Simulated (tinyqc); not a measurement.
# Worked calculation: elastic trap-assisted tunnelling through a dielectric

Program tinyqc, `OMP_NUM_THREADS=1 python tinyqc.py 2370101 2370102 out.jsonl`; Intel Xeon 2.30GHz, shared host, one thread, about 0.03 s. Printed values are rounded.

Emitter at x = 0 (Fermi level 0), collector at x = t (Fermi level -V), band edge U(x) = phi - F x, F = V/t. A trap at x has the energy E = U(x) - Et. With G(u) = (4/(3 F)) sqrt(mo/C) max(u, 0)^1.5, C = hbar^2/(2 m0): S1 = G(phi - E) - G(Et), S2 = G(Et) - G(phi - V - E), T1,2 = exp(-S1,2). The steady rate through one trap is nu T1 T2 (f1 - f2)/(T1 + T2), f1 = f(E), f2 = f(E + V), f(y) = 1/(1 + exp(y/Vt)); both contacts offer states at E.

Inputs (values chosen for the exercise); dielectric values close to those of silicon dioxide: temperature T = 350 K; barrier above the emitter Fermi level phi = 3.1 eV; tunnelling mass mo = 0.49 m0; thickness t = 4.3 nm; trap depth below the band edge of the dielectric Et = 2.63 eV; trap density Nt = 1.3e18 cm^-3; attempt frequency nu = 1e14 1/s; points of the grid n = 11; voltage V = 1.87 V; left end of the grid xa = 1.42 nm; right end of the grid xb = 2.45 nm.

Constants: q = 1.602176634e-19 C, kB = 1.380649e-23 J/K, hbar = 1.054571817e-34 J s, m0 = 9.1093837015e-31 kg, Vt = kB T/q, hbar^2/(2 m0) = 0.0380998212 eV nm^2. Results are converted to the units shown.

Range of the model: Phonon-assisted (inelastic) capture, chains of traps and a spread of trap depths are left out.

## Rate through a trap near the best position

n equally spaced x from xa to xb, where nearly all of the current flows; J = q Nt times the integral of the rate, by Simpson's rule.

```
point    x (nm)      E (eV)        S1        S2    f1 - f2  rate (1/s)
0      1.420000  -0.1475349  17.45168  29.11910  0.9925468    22.41220
1      1.523000  -0.1923279  18.78758  28.24501  0.9983023    54.02249
2      1.626000  -0.2371209  20.13259  27.35706  0.9996150    131.3705
3      1.729000  -0.2819140  21.48666  26.45544  0.9999128    321.7381
4      1.832000  -0.3267070  22.84973  25.54036  0.9999802    757.6122
5      1.935000  -0.3715000  24.22174  24.61203  0.9999955    1220.769
6      2.038000  -0.4162930  25.60262  23.67062  0.9999990    664.0034
7      2.141000  -0.4610860  26.99233  22.71631  0.9999998    186.8031
8      2.244000  -0.5058791  28.39081  21.74928  0.9999999    46.71546
9      2.347000  -0.5506721  29.79800  20.76969   1.000000    11.45089
10     2.450000  -0.5954651  31.21385  19.77770   1.000000    2.779652
```

J = 7.439758e-6 A/cm^2

A converged quadrature gives 7.365e-6 A/cm^2; this grid is 1.0 % above that. The rate peaks at x = 1.94 nm; traps sink below the emitter Fermi level beyond x = 1.08 nm.

## The best-placed trap against direct tunnelling

xs = 1.94 nm

At x = xs: E, S1, S2 and the occupation (T1 f1 + T2 f2)/(T1 + T2). Direct tunnelling at E = 0 has S = (4/(3 F)) sqrt(mo/C) [phi^1.5 - max(phi - V, 0)^1.5].

E = -0.3736744 eV
S1 = 24.28857
S2 = 24.56663
occupation = 0.5690689
S of direct tunnelling = 45.01400

The harder of the two steps has S = 24.6, 54.6 % of the direct exponent: the trap splits one long tunnelling path into two short ones.
